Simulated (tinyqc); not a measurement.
Electron-beam lithography: double-Gaussian proximity function, edge placement and dose correction for parallel lines: one step, computed by the program tinyqc. Command: `OMP_NUM_THREADS=1 python tinyqc.py 3110984 3110985 out.jsonl proximity walk`. One thread of a shared host (Intel(R) Xeon(R) Processor @ 2.30GHz), about 0.01 s of CPU time with the checks.

Lines are infinitely long. Absorbed energy is counted so that the middle of a very large area written at dose 1 receives 1; the resist develops where it exceeds 1/2.

Task: Dose to size and latitude. A test line of width w << beta in surroundings of density rho, all at dose d: near its edge E(x) = d [S + eta rho]/(1 + eta), S = [erf((b - x)/alpha) - erf((a - x)/alpha)]/2 for edges a and b, the second term being the background energy. Dose to size d_s = (1 + eta)/(erf(w/alpha) + 2 eta rho), dose = d_s D0; edge slope d [1 - exp(-w^2/alpha^2)]/(sqrt(pi) alpha (1 + eta)); width change per 1 % of dose = 2 x 0.01 x (1/2)/slope.

Inputs (values chosen for the exercise, of the order of those for 10 keV electrons in resist on silicon):
```
quantity                              value               unit
forward range alpha                   0.025         micrometre
backscatter ratio eta                  0.51                  -
base dose D0                            330  microcoulomb/cm^2
width of the test line                 0.18         micrometre
pattern density around the test line   0.75                  -
```

Give: dose to size d_s; dose; edge slope; width change per 1 % of dose; background energy.

Result:

dose to size d_s = 0.8555

dose = 282.3 microcoulomb/cm^2

edge slope = 0.01279 1/nm

width change per 1 % of dose = 0.7821 nm

background energy = 0.2167

The background supplies 43 % of the threshold.
